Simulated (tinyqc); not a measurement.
Convergence with the plane-wave basis: k.p theory built from an empirical-pseudopotential calculation at Gamma.

Empirical pseudopotential on the fcc lattice, atoms at +/- tau, tau = a (1,1,1)/8, no spin-orbit coupling. H(G,G') = c (2 pi/a)^2 |k + G|^2 delta + VS(q) cos(q.tau) + i VA(q) sin(q.tau), q = G - G', c = hbar^2/2m0; k and G in units of 2 pi/a; VS at |q|^2 = 3, 8, 11 and VA at 3, 4, 11, in rydberg, zero elsewhere. The basis holds all G with |G|^2 up to a cut-off. Energies are counted from the fourth level at Gamma.

For a multiplet A of d_A states, W(B) = (4 c/(3 d_A)) sum over n in A, m in B and i = x, y, z of |<n|G_i|m>|^2 (G in 1/angstrom, <n|G_i|m> = sum_G c_n(G)* G_i c_m(G)); the mean inverse mass of A is 1 + sum_B W(B)/(E_A - E_B). Multiplets with W = 0 are left out.

Valence parameters: D(u) = c + 4 c^2 sum_m <n|u.G|m><m|u.G|n'>/(0 - E_m) on the valence triplet, in units of c, has eigenvalues L, M, M along [100] and (L + 2M + 2N)/3, (L + 2M - N)/3 twice along [111]; g1 = -(L + 2M)/3, g2 = -(L - M)/6, g3 = -N/6.

Constants: hbar^2/2m0 = 3.80998211 eV angstrom^2; Ry = 13.60569312 eV.

Inputs chosen for the exercise (out of a larger set: near those of GaP; not measured data): a = 5.44 angstrom (lattice constant); VS = (-0.225, 0.032, 0.071) Ry (symmetric form factors); VA = (0.118, 0.069, 0.018) Ry (antisymmetric form factors).

E_s is the lowest empty singlet, Ep its W to the valence triplet, m its mass.

Results:
```
cut-off  plane waves  E_s (eV)  Ep (eV)  m (m0)    g1    g2    g3
8                 27     2.851    18.19  0.1367  3.49  0.75  1.40
11                51     2.802    18.74  0.1314  3.62  0.87  1.41
12                59     2.830    18.68  0.1330  3.67  0.83  1.43
16                65     2.832    18.68  0.1331  3.69  0.82  1.43
19                89     2.833    18.68  0.1332  3.68  0.83  1.42
20               113     2.847    18.67  0.1338  3.67  0.82  1.42
24               137     2.848    18.66  0.1339  3.67  0.82  1.42
```

Against the last row, E_s errs most, by -0.046 eV, at cut-off 11, and by -0.002 eV in the last row but one. Ep varies by 2.9 % over the table and m by 4.0 %: the mass, near E_s/Ep, inherits the errors of both. Local form factors fix the converged values only roughly. The gap is a difference of two levels, so it need not converge steadily, and here it does not.

(tinyqc, `OMP_NUM_THREADS=1 python tinyqc.py 1080901 1080902 out.jsonl`, Intel(R) Xeon(R) Processor @ 2.30GHz, 1 thread, shared host, about 0.3 s.)
